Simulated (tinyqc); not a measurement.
From remote-phonon mobility back to static constant of the insulator eps_0s: scattering of inversion-layer electrons by surface optical phonons of the gate insulator (remote phonon scattering). Computed by tinyqc, a small Python program. Command: `OMP_NUM_THREADS=1 python tinyqc.py 3110441 3110442 out.jsonl sophonon inv`. One thread of a shared host (Intel(R) Xeon(R) Processor @ 2.30GHz), about 0.04 s of CPU time with the checks.

One subband with the Fang-Howard envelope; insulator and channel are half-spaces, the gate is far away, and an interlayer only moves the polar surface away by t (its own modes and its permittivity contrast are left out).

Inputs (values chosen for the exercise, modelled on HfO2 on In0.53Ga0.47As): intermediate constant eps_i = 6.65; optical constant eps_inf = 5.12; hbar omega_TO1 = 12.4 meV; hbar omega_TO2 = 49.1 meV; constant of the channel eps_s = 13.9; in-plane mass m = 0.0437 m_0; valleys g_v = 1; sheet density n = 1.8e+12 1/cm^2; mean distance of the electrons z0 = 3/b = 4.8 nm; interlayer thickness t = 0 nm; temperature T = 200 K; mobility from other processes = 1740 cm^2/(V s).

Screening by the channel electrons: none.

Constants: k_B = 8.617333262e-05 eV/K; hbar^2/(2 m_0) = 3.80998212 eV angstrom^2; e^2/(4 pi eps_0) = 14.39964548 eV angstrom; hbar = 6.582119569e-16 eV s; e = 1.602176634e-19 C; m_0 = 9.1093837015e-31 kg.

Method:
- eps(w) = eps_inf + (eps_0s - eps_i) w1^2/(w1^2 - w^2) + (eps_i - eps_inf) w2^2/(w2^2 - w^2). Surface modes solve eps(w) + eps_s = 0, a quadratic in w^2; the strength of a mode is g = 2/(w d eps/dw).
- Occupation N = 1/(exp(hbar w/(k_B T)) - 1).
- Density of states D = g_v m/(pi hbar^2); eta = E_F/(k_B T) = ln(exp(n/(D k_B T)) - 1); screening wave number q_s = e^2 D/(2 eps_0 eps_avg) x 1/(1 + exp(-eta)), eps_avg = (eps_s + eps_inf)/2; b = 3/z0.
- For a mode of strength g, without the occupation factor, Area x |M(q)|^2 = e^2 hbar w g/(2 eps_0 q) x (b/(b + q))^6 exp(-2 q t).
- Approximate momentum relaxation rate, taking tau v alike in the initial and final states: 1/tau = (m/(2 pi hbar^3)) sum over modes and over absorption (N, E' = E + hbar w) and emission (N + 1, E' = E - hbar w > 0) of [(1 - f(E'))/(1 - f(E))] int_0^(2 pi) Area |M(q)|^2 (1 - cos theta) d theta, q^2 = k^2 + k'^2 - 2 k k' cos theta, f the Fermi function; 48 midpoints in theta from 0 to pi.
- mu = (e/m) int tau E f (1 - f) dE/(k_B T int f dE), by 300 midpoints from 0 to (max(eta, 0) + 14) k_B T; Matthiessen sum with the other processes.

Problem. A run gave the result below. Find the static constant of the insulator eps_0s, known to lie between 19 and 34.

remote-phonon mobility = 91642.15 cm^2/(V s)

Solution.

Each step takes the trial c = (a f_b - b f_a)/(f_b - f_a), f being the result less the target and a, b, c the logarithms of the listed values; c replaces end b, the old b replaces a if the sign of f changed, and otherwise f_a is halved.

Scan of the range:
```
static constant of the insulator eps_0s  remote-phonon mobility (cm^2/(V s))
19.0                                                                  106079
20.9                                                                   98534
23.1                                                                   91927
25.4                                                                   86663
28.0                                                                   82090
30.9                                                                   78176
34.0                                                                   74959
```

False position (Illinois rule, in the logarithm of the input) inside the bracket:
```
step    end a    end b    trial  remote-phonon mobility (cm^2/(V s))
1     23.1000  25.4000  23.2190                              91619.0
2     23.1000  23.2190  23.2023                              91661.9
3     23.2190  23.2023  23.2100                              91642.1
4     23.2023  23.2100  23.2100                              91642.1
```

Remote-phonon mobility falls at every point of a 13-point scan of the range (every second point is shown), so one value fits; it is bracketed by 23.1 and 25.4. Answer: static constant of the insulator eps_0s = 23.21.

Caution: a relaxation time is only an approximation for inelastic scattering, and static or no screening brackets the true dynamic screening only roughly.
